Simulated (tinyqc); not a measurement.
Inside a calculation. Method: Rayleigh-quotient iteration on a symmetric matrix. Computed by tinyqc, a small Python program that keeps every step. Settings: method = rayleigh, shift = 0.32. Command: `OMP_NUM_THREADS=1 python tinyqc.py 31655 31656 out.jsonl` (the two numbers bound the seeds that draw the settings). One thread of a shared host (Intel(R) Xeon(R) Processor @ 2.60GHz), about 0.01 s of CPU time with the checks.

## Step 1

A, lower triangle:
```
          1         2        3
1   0.10500
2   0.72500   0.25500
3  -0.98200  -0.25000  1.24100
```

vector v at the start: 0.57735  0.57735  0.57735

shift = 0.32000

solve (A - shift) w = v; v' = w/|w| with its largest component positive (the first on a tie); lambda = v'^T A v'; the next shift is lambda.

vector after step 1: 0.27141  0.80779  0.52326

Rayleigh quotient after step 1 = 0.34156

## Step 2

As before.

vector after step 2: 0.27755  0.80364  0.52644

Rayleigh quotient after step 2 = 0.34163

## Course of the iteration

Stop when the residual |A v - lambda v| is below 1e-9.

Steps:
```
step     lambda  residual
1     0.3415551  8.84e-03
2     0.3416252  5.65e-07
3     0.3416252  1.65e-16
```

all eigenvalues, for comparison: -0.75077  0.34163  2.01014

Converged in 3 steps.
